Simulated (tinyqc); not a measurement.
# Changing the predeposition time t1

Model: two-step dopant diffusion (predeposition and drive-in) with a constant diffusivity. Computed by tinyqc, a small Python program. Command: `OMP_NUM_THREADS=1 python tinyqc.py 3020506 3020507 out.jsonl dopdiff sweep`. One thread of a shared host (Intel(R) Xeon(R) Processor @ 2.30GHz), about 0.1 s of CPU time with the checks.

Fick diffusion into a half space x > 0 whose background doping C_B is of the opposite type, so that a junction lies where C = C_B.

Inputs (values chosen for the exercise, modelled on boron in silicon): prefactor D0 = 1.16 cm^2/s; activation energy E = 3.47 eV; surface concentration C_s = 1.1e+19 1/cm^3; background doping C_B = 6.3e+14 1/cm^3; predeposition temperature T1 = 950 C; drive-in temperature T2 = 1200 C; drive-in time t2 = 480 min; mean mobility in the layer mu = 180 cm^2/(V s).

Furnace ramps of the drive-in: none.

Constants: k_B = 8.617333262e-05 eV/K; e = 1.602176634e-19 C.

Method:
- D = D0 exp(-E/(k_B T)).
- Temperatures in kelvin are T(C) + 273.15.
- Times in seconds are 60 times the minutes.
- (Dt)2 = D2 t2, t2 in seconds.
- C = C_s erfc(x/(2 sqrt(D1 t1))); dose Q = 2 C_s sqrt(D1 t1/pi); the junction solves erfc(z) = C_B/C_s with x_j = 2 z sqrt(D1 t1).
- With a sealed surface and a thin source, C = Q/sqrt(pi (Dt)2) exp(-x^2/(4 (Dt)2)); x_j = 2 sqrt((Dt)2 ln(C(0)/C_B)); gradient at the junction |dC/dx| = C_B x_j/(2 (Dt)2).
- Net dose Q_net = Q erf(x_j/(2 sqrt((Dt)2))) - C_B x_j; R_s = 1/(e mu Q_net), with every dopant ionised and one mobility.
- Exact two-step profile: C = (2 C_s/pi) int_0^alpha exp(-beta (1 + u^2))/(1 + u^2) du with alpha = sqrt(D1 t1/(Dt)2), beta = x^2/(4 (D1 t1 + (Dt)2)).
- The integral takes 48 Gauss-Legendre points; solve C(x) = C_B.

One run for each value; columns: (1) predeposition time t1 (min); (2) dose Q (1/cm^2); (3) sheet resistance R_s (Gaussian) (ohm/square); (4) junction depth x_j (um); (5) exact junction depth (um):
```
(1)           (2)     (3)     (4)     (5)
2.0    1.0397e+13  3532.7   8.246   8.246
4.0    1.4703e+13  2459.1   8.616   8.616
7.9    2.0663e+13  1730.2   8.964   8.964
16.0   2.9407e+13  1205.5   9.311   9.311
31.0   4.0932e+13   861.0   9.625   9.625
61.0   5.7418e+13   611.1   9.936   9.937
120.0  8.0533e+13   434.3  10.237  10.240
240.0  1.1389e+14   306.4  10.537  10.543
```

Describe and explain the trends.

Over the rows, dose Q (1/cm^2) rises from 1.04e13 to 1.14e14 (exponent d ln y / d ln x about 0.50 throughout); sheet resistance R_s (Gaussian) (ohm/square) falls from 3530 to 306 (exponent d ln y / d ln x about -0.51 throughout); junction depth x_j (um) rises from 8.25 to 10.5 (exponent d ln y / d ln x 0.063 between the first rows and 0.042 between the last). The exponent of dose Q stays at 0.50: a constant source admits a dose that grows as sqrt(D t). The exponent of sheet resistance R_s (Gaussian) stays between -0.52 and -0.50, near -0.50: R_s is inverse to the dose. The Gaussian junction falls short of the exact one by 4.5e-4 % in the first row and 0.057 % in the last, as the source thickens.

Caution (all rows): C_s exceeds the intrinsic carrier density of silicon at the predeposition temperature (2e18 to 1e19 per cm^3), where real diffusivities rise with concentration and profiles turn box-like.
